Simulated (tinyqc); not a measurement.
What moves the Fermi level: gated graphene: carriers, quantum capacitance and optical conductivity.

Cones E = +/- hv |k|, four flavours, D(E) = 2|E|/(pi hv^2). n = (2/pi)(kT/hv)^2 F_1(mu/kT), p = (2/pi)(kT/hv)^2 F_1(-mu/kT), in 1/angstrom^2 (1e16 for 1/cm^2); F_1(eta) = integral_0^infinity x dx/(1 + exp(x - eta)). Cq/e^2 = d(n - p)/d mu = (2 kT/(pi hv^2)) ln(2 + 2 cosh(mu/kT)).

Gate: V = mu/e + e (n - p)/Cox with Cox/e^2 = k/(4 pi e2 t), t in angstrom, e2 = e^2/(4 pi eps0); 1/(eV angstrom^2) in C/e^2 equals 1602.176634 microfarad/cm^2; total 1/C = 1/Cox + 1/Cq.

Constants: kB = 8.617333262e-05 eV/K; e^2/(4 pi eps0) = 14.39964547 eV angstrom.

Inputs chosen for the exercise (Fermi velocity near that of graphene, gate dielectric near SiO2; shifted at random, so the results belong to these values and not to a real crystal):
- hv = 6.23 eV angstrom (hbar vF)
- T = 300 K
- k = 3.98 (dielectric constant of the gate layer)
- t = 10 nm (its thickness)
- V = 2.88 V (gate voltage from the neutrality point)

All results formed anew.

One parameter was then changed.

Results before and after:
```
case,mu (eV),n - p (1/cm^2),C/Cox
base,0.2609,5.761e+12,0.9511
changed,0.3103,8.074e+12,0.9418
```

Which of these changes was made? (a) k = 4.78; (b) V = 3.744 V; (c) hv = 6.85 eV angstrom; (d) t = 7 nm; (e) T = 400 K.

Answer: (d) t = 7 nm. Of the candidates, run in turn, only this one gives the changed row.

All candidates:
```
case,mu (eV),n - p (1/cm^2),C/Cox
base,0.2609,5.761e+12,0.9511
V = 3.744 V,0.3003,7.574e+12,0.9573
t = 7 nm,0.3103,8.074e+12,0.9418
k = 4.78,0.2853,6.854e+12,0.9466
hv = 6.85 eV angstrom,0.2862,5.705e+12,0.9464
T = 400 K,0.2577,5.768e+12,0.9505
```

Computed by tinyqc, a small Python program: `OMP_NUM_THREADS=1 python tinyqc.py 1680623 1680624 out.jsonl` (the numbers bound the seed that draws the inputs); one thread of a shared host (Intel(R) Xeon(R) Processor @ 2.30GHz), about 0.01 s for the whole set of steps.
